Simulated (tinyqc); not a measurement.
Worked calculation: Berg model of reactive sputtering of a nitride or oxide: poisoning, hysteresis and pumping speed. Computed by tinyqc, a small Python program that keeps every step. Command: `OMP_NUM_THREADS=1 python tinyqc.py 3006512 3006513 out.jsonl berg walk`. One thread of a shared host (Intel(R) Xeon(R) Processor @ 2.30GHz), about 0.05 s of CPU time with the checks. Intermediate numbers are printed to about 5 digits and carried at full precision; extremes and crossings named in words are read from the listed rows.

A diatomic gas reacts with bare metal on the target and on the collecting surfaces; ions remove metal and compound from the target. theta_t and theta_c are the compound fractions.

Inputs (values chosen for the exercise, close to those used for aluminium oxide): ion current density J = 20 mA/cm^2; target area A_t = 290 cm^2; collecting area A_c = 3700 cm^2; metal yield Y_m = 0.99; compound yield Y_c = 0.038; sticking coefficient alpha = 0.88; reactive atoms per metal atom z = 1.5; gas mass M = 32 u; pumping speed S = 75 l/s; gas temperature T = 300 K; reactive partial pressure P = 0.027 Pa.

Constants: e = 1.602176634e-19 C; u = 1.6605390666e-27 kg; k_B = 1.380649e-23 J/K.

## Steady state at the pressure P

Ion flux j = J/e; gas flux F = P/sqrt(2 pi M k_B T). Target: (2/z) alpha F (1 - theta_t) = j Y_c theta_t. Sputtered flows F_c = j Y_c theta_t A_t, F_m = j Y_m (1 - theta_t) A_t. Collector: (2/z) alpha F (1 - theta_c) A_c + F_c (1 - theta_c) = F_m theta_c. Gas use Q = alpha F [(1 - theta_t) A_t + (1 - theta_c) A_c] + P S/(k_B T); 1 sccm = 4.4780e17 molecules/s. Rate R = F_m + F_c, given relative to j Y_m A_t.

ion flux j = 1.2483e+17 1/(cm^2 s)

gas flux F = 7.2606e+16 1/(cm^2 s)

theta_t = 0.94726

theta_c = 0.99406

gas use (sccm): target 2.1825, collector 3.1342, pump 1.0918

total flow Q = 6.4085 sccm

rate relative to clean metal = 0.089104

The target is poisoned. The film is 99.4 % compound. Caution: here dQ/dP is negative, a branch that flow control cannot hold.

## Critical pumping speed

P is a single-valued function of the flow Q only if dQ/dP > 0 everywhere: S must exceed k_B T times the steepest fall of the surface terms with P.

pressure of the steepest fall = 0.0041045 Pa

critical pumping speed = 2385.4 l/s

S is 0.03 times the critical value: the flow curve is S-shaped and flow control shows hysteresis.

## The hysteresis loop

Turning points solve dQ/dP = 0; a jump keeps Q fixed; the width of the loop is the difference of the two turning flows.

Corners of the loop:
```
point                            P (Pa)  Q (sccm)  theta_t  theta_c  relative rate
edge of the metallic branch  2.2772e-03    16.710  0.60234  0.65795        0.42078
landing, poisoned            3.5016e-01    16.710  0.99572  0.99996        0.04249
edge of the poisoned branch  4.4535e-02     5.980  0.96734  0.99776        0.06979
landing, metallic            3.2304e-04     5.980  0.17687  0.11979        0.82992
```

width of the loop = 10.730 sccm

Raising the flow past 16.7 sccm drops the rate from 0.421 to 0.042; the metallic mode returns only below 5.98 sccm. The best film reachable on the metallic branch is 66 % compound, so the region between needs pressure feedback. The pressure P of the inputs lies between the turning points, where dQ/dP is negative and flow control cannot hold it.

## Flow curve at three pumping speeds

The formulas are those given above.

Pressure as the free variable:
```
P (Pa)   theta_t  theta_c  relative rate  Q at S_c/4 (sccm)  Q at S_c (sccm)  Q at 2 S_c (sccm)
0.00021  0.12256  0.07691        0.88214              4.140            4.343              4.613
0.00041  0.21428  0.15286        0.79395              7.417            7.812              8.340
0.00082  0.35293  0.30252        0.66062             12.260           13.051             14.105
0.00140  0.48219  0.47821        0.53631             15.845           17.195             18.996
0.00250  0.62447  0.69063        0.39950             17.365           19.777             22.992
0.00410  0.73170  0.83559        0.29639             16.184           20.139             25.412
0.00660  0.81447  0.92161        0.21679             14.115           20.481             28.969
0.01000  0.86931  0.96180        0.16406             12.687           22.333             35.194
0.01600  0.91411  0.98389        0.12098             12.289           27.723             48.301
0.03300  0.95643  0.99598        0.08028             15.410           47.242             89.684
```

At S_c/4 the flow falls with pressure in 4 of the intervals: as the target poisons, less metal arrives to getter the gas. At 2 S_c it rises throughout. Coverages and rate depend on P alone, not on S. The collector converts before the target (theta_c = 0.69 at theta_t = 0.62), since the metal is spread over a larger area and no ions clean it. The rate tends to Y_c/Y_m = 0.038.

Checks made by the program: gas taken up by surfaces against gas bound in the growing film (relative difference below 1e-10).
